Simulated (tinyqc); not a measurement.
## Diameter from the threshold shift

Problem. Undoped body with a flat potential across it, hard walls, transport along x. One isotropic valley (g = 1, mx = my = mz = me). Non-parabolicity enters the subband edges through E (1 + al E) = gamma, so E = 2 gamma/(1 + sqrt(1 + 4 al gamma)); motion within a subband is taken as parabolic with the band-edge mass. Energies are counted from the bulk band edge. gamma = C (2 z/(t + dl))^2 (1/my + 1/mz)/2, z the zeros of the Bessel functions J_l (2.404826, 3.831706, 5.135622, 5.520078, ...), twofold for l > 0; the mean inverse mass is an approximation for anisotropic valleys, C = hbar^2/(2 m0). Each subband has N_k = g sqrt(2 mx m0 kB T/(pi hbar^2)); without degeneracy n = exp(EF/Vt) sum N_k exp(-E_k/Vt). Classical value Nc times pi t^2/4, Nc = sum over valleys of 2 g (m m0 kB T/(2 pi hbar^2))^1.5 with m = (mx my mz)^(1/3). Threshold shift dVT = Vt ln(classical value/sum N_k exp(-E_k/Vt)). Find t and the lowest subband edge.

Values chosen for this exercise; masses close to those of In0.53Ga0.47As:
- T = 300 K (temperature)
- me = 0.0408 m0 (mass at the band edge)
- al = 1.2 1/eV (non-parabolicity)
- dl = 0.2 nm (widening of the box by penetration into the insulator)

Constants: q = 1.602176634e-19 C, kB = 1.380649e-23 J/K, hbar = 1.054571817e-34 J s, m0 = 9.1093837015e-31 kg, Vt = kB T/q, hbar^2/(2 m0) = 0.0380998212 eV nm^2. Results are converted to the units shown.

dVT = 288.48310 mV

Answer. dVT is evaluated for trial values of t with all subbands; between 1.5 and 25 nm one value matches.

t = 6.30 nm
E_1 = 358 meV

Program tinyqc, `OMP_NUM_THREADS=1 python tinyqc.py 2350057 2350058 out.jsonl`; Intel Xeon 2.30GHz, shared host, one thread, about 0.1 s.
